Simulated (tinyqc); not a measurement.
Inside a calculation: optical gain and spontaneous emission in a bulk direct-gap semiconductor. Values are carried at full precision from step to step, so a last printed digit may differ when a step is redone from the rounded ones.

F_j(eta) = (1/Gamma(j + 1)) integral_0^infinity x^j dx/(1 + exp(x - eta)), which tends to exp(eta) for eta << 0.

Quasi-Fermi levels: n = Nc F_1/2(Fc/kT) and p = Nv F_1/2(Fv/kT), Fc counted up from the conduction edge and Fv down from the valence edge; Nc, Nv from N = 2 (m kB T/(4 pi c))^(3/2) with c = hbar^2/2m0, in 1/angstrom^3; times 1e24 for 1/cm^3, with me and (mhh^(3/2) + mlh^(3/2))^(2/3).

Constants: hbar^2/2m0 = 3.80998211 eV angstrom^2; kB = 8.617333262e-05 eV/K; fine-structure constant alpha = 0.007297352564; hbar = 6.58211957e-16 eV s; hbar c = 1973.269805 eV angstrom.

Values chosen for the exercise (near those of GaAs; not measured data):

| symbol | value | unit | meaning |
|---|---|---|---|
| me | 0.0659 | m0 | electron mass |
| mhh | 0.482 | m0 | heavy-hole mass |
| mlh | 0.0848 | m0 | light-hole mass |
| n | 1.7e+18 | 1/cm^3 | injected density, n = p |
| T | 350 | K |  |
| Eg | 1.421 | eV | direct gap |
| Ep | 25 | eV | Kane energy |
| nr | 3.61 |  | refractive index |
| E | 1.441 | eV | photon energy |

## Quasi-Fermi levels

Solve for Fc and Fv.

kT = 0.030161 eV
Nc = 5.350e+17 1/cm^3
Nv = 1.136e+19 1/cm^3
Fc = 0.0674 eV
Fv = -0.0557 eV
Fc + Fv = 0.0117 eV

The separation of the quasi-Fermi levels exceeds the gap, so photons between Eg and Eg + (Fc + Fv) see gain. The quasi-Fermi level of the electrons lies inside the band, that of the holes in the gap.

## Absorption of the empty crystal

Parabolic bands, vertical transitions, no excitons. For each hole band j: mr = me mj/(me + mj); joint density of states J_j(E) = (mr/c)^(3/2) sqrt(E - Eg)/(2 pi^2), both spins, c = hbar^2/2m0; averaged matrix element |e.p|^2 = m0 Ep/6; alpha_j(E) = 4 pi^2 alpha_f c Ep J_j/(3 nr E) in 1/angstrom (alpha_f the fine-structure constant, listed as alpha among the constants), times 1e8 for 1/cm.

Evaluate at E for heavy and light holes.

mr, J and alpha of each hole band:

| hole | mr (m0) | J (1/(eV angstrom^3)) | alpha (1/cm) |
|---|---|---|---|
| heavy | 0.05797 | 1.345e-05 | 2364.5 |
| light | 0.03708 | 6.879e-06 | 1209.6 |

The heavy-hole band gives 66 % of the total, 3574 1/cm.

## Occupations and gain at E

For band j the electron sits at Ee = (E - Eg) mr/me above its edge and the hole at Eh = (E - Eg) mr/mj; fe = 1/(1 + exp((Ee - Fc)/kT)), fh = 1/(1 + exp((Eh - Fv)/kT)); gain g = sum_j alpha_j (fe + fh - 1).

Use mr and alpha from the table.

Energies, occupations and gain of each hole band:

| hole | Ee (eV) | Eh (eV) | fe | fh | g (1/cm) |
|---|---|---|---|---|---|
| heavy | 0.0176 | 0.0024 | 0.839 | 0.127 | -80 |
| light | 0.0113 | 0.0087 | 0.865 | 0.106 | -35 |

total gain = -115 1/cm

E - Eg = 0.0200 eV is above Fc + Fv = 0.0117 eV, so both bands give loss (Bernard-Duraffourg).

## Spontaneous emission

Spontaneous rate: R = integral of (nr E/(hbar c))^2/(pi^2 hbar) sum_j alpha_j fe fh dE, with alpha in 1/cm and (nr E/(hbar c))^2 in 1/cm^2 (1e16 per 1/angstrom^2); B = R/(n p); lifetime n/R.

Integrate over photon energy.

R = 4.78e+26 1/(cm^3 s)
B = 1.65e-10 cm^3/s
radiative lifetime = 3.56 ns

## Checks

- B at n = 1e13 1/cm^3 against the van Roosbroeck-Shockley value from alpha and ni^2 (cm^3/s): both 2.10e-10.

(tinyqc, `OMP_NUM_THREADS=1 python tinyqc.py 1651741 1651742 out.jsonl`, Intel(R) Xeon(R) Processor @ 2.30GHz, 1 thread, shared host, about 0.08 s.)
